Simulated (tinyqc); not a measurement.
Power iteration on a symmetric matrix, step by step. Computed by tinyqc, a small Python program that keeps every step. Settings: method = power, shift = -0.21. Command: `OMP_NUM_THREADS=1 python tinyqc.py 22584 22585 out.jsonl` (the two numbers bound the seeds that draw the settings). One thread of a shared host (Intel(R) Xeon(R) Processor @ 2.60GHz), about 0.01 s of CPU time with the checks.

## Step 1

A:
```
[[1.189000, 0.670000, -0.038000, -0.748000],
 [0.670000, 1.796000, 0.181000, -0.003000],
 [-0.038000, 0.181000, 3.777000, 0.370000],
 [-0.748000, -0.003000, 0.370000, 3.944000]]
```

vector v at the start: [0.500000, 0.500000, 0.500000, 0.500000]

shift = -0.210000

w = (A - shift) v; v' = w/|w| with its largest component positive (the first on a tie); lambda = v'^T A v'.

vector after step 1: [0.192814, 0.428909, 0.676276, 0.567020]

Rayleigh quotient after step 1 = 3.694703

## Step 2

As before.

vector after step 2: [0.026692, 0.276232, 0.740516, 0.612062]

Rayleigh quotient after step 2 = 4.078929

## Course of the iteration

Stop when the residual |A v - lambda v| is below 1e-9.

Steps:
```
step      lambda  residual
1     3.69470260  9.53e-01
2     4.07892935  6.37e-01
3     4.23178954  4.02e-01
4     4.29191197  2.69e-01
5     4.31954139  1.98e-01
6     4.33488425  1.56e-01
7     4.34456066  1.27e-01
8     4.35104334  1.05e-01
9     4.35548754  8.75e-02
10    4.35855618  7.28e-02
11    4.36067799  6.05e-02
12    4.36214450  5.03e-02
13    4.36315728  4.18e-02
14    4.36385618  3.47e-02
15    4.36433819  2.88e-02
16    4.36467046  2.39e-02
17    4.36489946  1.99e-02
18    4.36505723  1.65e-02
19    4.36516592  1.37e-02
20    4.36524079  1.14e-02
21    4.36529235  9.42e-03
22    4.36532787  7.82e-03
23    4.36535233  6.49e-03
24    4.36536917  5.39e-03
25    4.36538078  4.47e-03
26    4.36538876  3.71e-03
27    4.36539427  3.08e-03
28    4.36539806  2.55e-03
29    4.36540067  2.12e-03
30    4.36540246  1.76e-03
```

all eigenvalues, for comparison: [0.633497, 2.120176, 3.586921, 4.365406]

Not converged in 30 steps: the residual falls only by the ratio of the two largest distances of eigenvalues from the shift, 0.83 a step.
